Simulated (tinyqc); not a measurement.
# Current crowding under a contact, resistor ladder against the transmission-line model: two studies

A metal contact of length d and width W on a thin layer of the same width. The metal has no resistance, the sheet resistance under it equals Rsh, and current enters the layer at the front edge x = 0.

Values chosen for this exercise:
```
symbol,value,unit,meaning
Rsh,26,ohm/sq,sheet resistance of the semiconductor layer
rc,4.6e-7,ohm cm^2,specific contact resistivity
d,0.68,um,contact length
W,21,um,contact width
```

Each table varies one quantity; the others keep the values above.

## Effect of the contact resistivity

Transfer length Lt = sqrt(rc/Rsh); front resistance Rc = (Rsh Lt/W) coth(d/Lt); end resistance Re = (Rsh Lt/W)/sinh(d/Lt).

Effect of the contact resistivity:

| rc (ohm cm^2) | Lt (um) | d/Lt | Rc W (ohm um) |
|---|---|---|---|
| 8e-9 | 0.1754 | 3.877 | 4.565 |
| 1.9e-8 | 0.2703 | 2.515 | 7.121 |
| 4.5e-8 | 0.4160 | 1.635 | 11.67 |
| 1.1e-7 | 0.6504 | 1.045 | 21.68 |
| 2.6e-7 | 1.000 | 0.6800 | 43.95 |
| 6.2e-7 | 1.544 | 0.4404 | 96.99 |
| 1.5e-6 | 2.402 | 0.2831 | 226.5 |
| 3.5e-6 | 3.669 | 0.1853 | 520.6 |
| 8.4e-6 | 5.684 | 0.1196 | 1241 |
| 2e-5 | 8.771 | 0.07753 | 2947 |

Rc W rises from 4.56 to 2950 ohm um, as rc^(0.51) between the first two rows (d/Lt = 3.9) and rc^(1.00) between the last two (d/Lt = 0.078); a long contact gives the power 1/2 and a short one 1.

## Effect of the sheet resistance

Same model as above.

Effect of the sheet resistance:

| Rsh (ohm/sq) | Lt (um) | d/Lt | Rc W (ohm um) | Re W (ohm um) |
|---|---|---|---|---|
| 1.1 | 6.467 | 0.1052 | 67.90 | 67.52 |
| 3.2 | 3.791 | 0.1794 | 68.37 | 67.29 |
| 9.6 | 2.189 | 0.3106 | 69.81 | 66.57 |
| 28 | 1.282 | 0.5305 | 73.88 | 64.57 |
| 84 | 0.7400 | 0.9189 | 85.69 | 58.99 |
| 250 | 0.4290 | 1.585 | 116.6 | 45.87 |
| 730 | 0.2510 | 2.709 | 184.9 | 24.52 |

What does the comparison show?

Rc W rises from 67.9 to 185 ohm um while Re W falls from 67.5 to 24.5 ohm um; for Rsh going to zero both tend to rc/d = 67.6 ohm um. A larger Rsh shortens Lt and crowds the current to the front edge.

tinyqc, about 0.01 s, one thread, Intel Xeon 2.30GHz (shared host): `OMP_NUM_THREADS=1 python tinyqc.py 2760107 2760108 out.jsonl`
